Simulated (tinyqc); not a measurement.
Comparisons within one model: two-band massive Dirac model of the K valleys. A value that a table varies takes the place of the one given here.

Basis (conduction, valence): H = [[D/2, a t (tau kx - i ky)], [a t (tau kx + i ky), -D/2 + lam tau sz]], valley tau = +/-1, spin sz = +/-1. The gap of a spin and valley is G = D - lam tau sz. Berry curvature Omega = curl of i<u|grad u>; for the conduction band Omega_c = -tau 2 a^2 t^2 G/(G^2 + 4 a^2 t^2 k^2)^(3/2), and Omega_v = -Omega_c.

Constants: hbar^2/2m0 = 3.80998211 eV angstrom^2.

Values chosen for the exercise (near those used for monolayer MoS2; the results hold for these values, not for the real material):
- a = 3.195 angstrom (lattice constant)
- D = 1.66 eV (gap parameter)
- t = 1.15 eV (effective hopping)
- lam = 0.079 eV (half the valence spin splitting)

## Away from the valley

Flavour tau = +1, sz = +1. Parabolic transition energy G + 2 a^2 t^2 k^2/G; degree of circular polarisation eta = 2 cos(theta)/(1 + cos^2(theta)). The last column is the Berry flux of the conduction band inside |k|, over 2 pi: -(1 - cos(theta))/2, cos(theta) = G/(transition energy).

Along |k|:
```
|k| (1/angstrom),transition (eV),parabolic (eV),Omega_c (angstrom^2),eta,flux/2 pi
0.000,1.5810,1.5810,-10.802,1.0000,0.0000
0.025,1.5916,1.5917,-10.587,1.0000,-0.0033
0.050,1.6231,1.6237,-9.982,0.9997,-0.0130
0.075,1.6743,1.6771,-9.095,0.9984,-0.0279
0.100,1.7434,1.7518,-8.055,0.9952,-0.0466
0.150,1.9273,1.9653,-5.963,0.9807,-0.0898
0.200,2.1586,2.2641,-4.244,0.9534,-0.1338
0.300,2.7129,3.1180,-2.138,0.8701,-0.2086
```

The curvature halves at |k| = 0.165 1/angstrom, where 2 a t k = 0.766 G. At 0.3 the parabola is 405 meV too high, eta has fallen only to 0.870, and the flux has reached -0.209 of the -1/2 that a whole cone holds. The real bands leave this model beyond about 0.1 to 0.2 1/angstrom, where trigonal warping and other bands enter.

## Hole doping of the spin-split valence bands

The Fermi level lies E below the top of the valence band. kF for the upper and lower band of valley +1 from the two-band energy; each flavour holds kF^2/(4 pi) holes per area and both valleys count. Spin polarisation within one valley; Berry flux removed from valley +1, the sum of (1 - cos(theta_F))/2 with cos(theta_F) = G/sqrt(G^2 + 4 a^2 t^2 kF^2), in units of 2 pi.

Holes:
```
E (meV),kF upper (1/angstrom),kF lower,p (1e12/cm^2),spin polarisation in a valley,flux/2 pi
19.8,0.0484,0.0000,3.73,1.000,0.0122
39.5,0.0689,0.0000,7.55,1.000,0.0238
79.0,0.0986,0.0000,15.46,1.000,0.0454
118.5,0.1221,0.0000,23.74,1.000,0.0652
150.1,0.1387,0.0000,30.63,1.000,0.0798
173.8,0.1503,0.0453,39.22,0.833,0.0990
237.0,0.1786,0.1031,67.73,0.500,0.1570
316.0,0.2107,0.1490,106.01,0.333,0.2197
```

Up to E = 2 lam = 158 meV, a density of 32.4e12/cm^2, only the upper band of this model is emptied and each valley is fully spin-polarised, oppositely in the two. Beyond it the polarisation falls, to 0.33 in the last row. The flux, times e^2/h, is in size the change of the Hall conductivity of one valley; the other valley cancels it in the charge current. Rows with kF above about 0.2 1/angstrom lie beyond the range of the model, and in real layers the valley at Gamma, close below in MoS2 and WS2, can take holes as well.

## What each parameter does

Flavour tau = sz = +1 at k = 0: gap G, mass c G/(a t)^2 with c = hbar^2/2m0, Omega_c, and the B - A splitting 2 lam. Each row changes one parameter from the base and keeps the others.

Results:
```
case,G (eV),mass (m0),Omega_c (angstrom^2),B - A (eV)
base,1.5810,0.4462,-10.802,0.1580
a = 3.2589 angstrom,1.5810,0.4289,-11.238,0.1580
D = 1.494 eV,1.4150,0.3993,-13.485,0.1580
t = 1.035 eV,1.5810,0.5508,-8.750,0.1580
lam = 0.1185 eV,1.5415,0.4350,-11.363,0.2370
```

The largest shifts from the base row, up to three for each result and ties (the steps differ in size, so this ranks the rows, not the parameters). G (eV): D -0.1660, lam -0.0395; unchanged at the printed digits by a and t. mass (m0): t +0.1047, D -0.0468, a -0.0173. Omega_c (angstrom^2): D -2.683, t +2.052, lam -0.561. B - A (eV): lam +0.0790; unchanged at the printed digits by a, D and t. The mass goes as G/(a t)^2 and the curvature as (a t)^2/G^2, so their product is -2c/G.

tinyqc: `OMP_NUM_THREADS=1 python tinyqc.py 1452693 1452694 out.jsonl`; about 0.01 s, one thread, shared Intel(R) Xeon(R) Processor @ 2.30GHz.
